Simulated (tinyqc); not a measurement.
Capacitance of parallel on-chip lines from Laplace's equation on a mesh: one step of the calculation.

Cross-section of an endless row of equal lines between two grounded planes; neighbours are driven in antiphase (+1 V and -1 V), so the plane midway between two lines is at 0 V. By symmetry one quarter is solved: x runs from the centre of a line (column 0, mirror) to that midplane (column 4, 0 V), y from the mid-height of the line (row 0, mirror) to the ground plane (row 5, 0 V). The line fills columns 0 to 2 and rows 0 to 2 at 1 V. Cells beside the line (below row 2) have e2, cells above have e1. Each link between nodes has the conductance g = mean permittivity of the two cells beside it (a cell beyond a mirror counts as 0), and the free nodes obey sum g (V_neighbour - V) = 0.

Task. Capacitance per length. C = 4 eps0 sum g (difference of V)^2 over all links (twice the energy of the four quarters, line at 1 V). Plate estimate without fringing: eps0 [2 e1 w/hd + 2 e2 t/(s/2)], w = 4 hx, t = 4 hx, s/2 = 2 hx, hd = 3 hx.

Values chosen for this exercise:
```
symbol  value  unit                                          meaning
e1          3        relative permittivity above and below the lines
e2        3.9                relative permittivity between the lines
```

Constants: eps0 = 8.8541878128e-12 F/m. Results are converted to the units shown.

converged V (V):

|  | col 0 | col 1 | col 2 | col 3 | col 4 |
|---|---|---|---|---|---|
| row 0 | 1.0000000 | 1.0000000 | 1.0000000 | 0.4924611 | 0.0000000 |
| row 1 | 1.0000000 | 1.0000000 | 1.0000000 | 0.4849223 | 0.0000000 |
| row 2 | 1.0000000 | 1.0000000 | 1.0000000 | 0.4472279 | 0.0000000 |
| row 3 | 0.6319474 | 0.6129065 | 0.5316984 | 0.2768495 | 0.0000000 |
| row 4 | 0.3019770 | 0.2879803 | 0.2370376 | 0.1284718 | 0.0000000 |
| row 5 | 0.0000000 | 0.0000000 | 0.0000000 | 0.0000000 | 0.0000000 |

gx:

|  | col 0 | col 1 | col 2 | col 3 |
|---|---|---|---|---|
| row 0 | 1.95 | 1.95 | 1.95 | 1.95 |
| row 1 | 3.9 | 3.9 | 3.9 | 3.9 |
| row 2 | 3.45 | 3.45 | 3.45 | 3.45 |
| row 3 | 3 | 3 | 3 | 3 |
| row 4 | 3 | 3 | 3 | 3 |
| row 5 | 1.5 | 1.5 | 1.5 | 1.5 |

gy:

|  | col 0 | col 1 | col 2 | col 3 | col 4 |
|---|---|---|---|---|---|
| row 0 | 1.95 | 3.9 | 3.9 | 3.9 | 1.95 |
| row 1 | 1.95 | 3.9 | 3.9 | 3.9 | 1.95 |
| row 2 | 1.5 | 3 | 3 | 3 | 1.5 |
| row 3 | 1.5 | 3 | 3 | 3 | 1.5 |
| row 4 | 1.5 | 3 | 3 | 3 | 1.5 |

Find: C; plate estimate.

Result.

C = 284.18 aF/um
plate estimate = 208.96 aF/um

Computed by the program tinyqc: `OMP_NUM_THREADS=1 python tinyqc.py 2790203 2790204 out.jsonl`, one thread of a shared Intel Xeon 2.30GHz, about 0.8 s for the whole run.
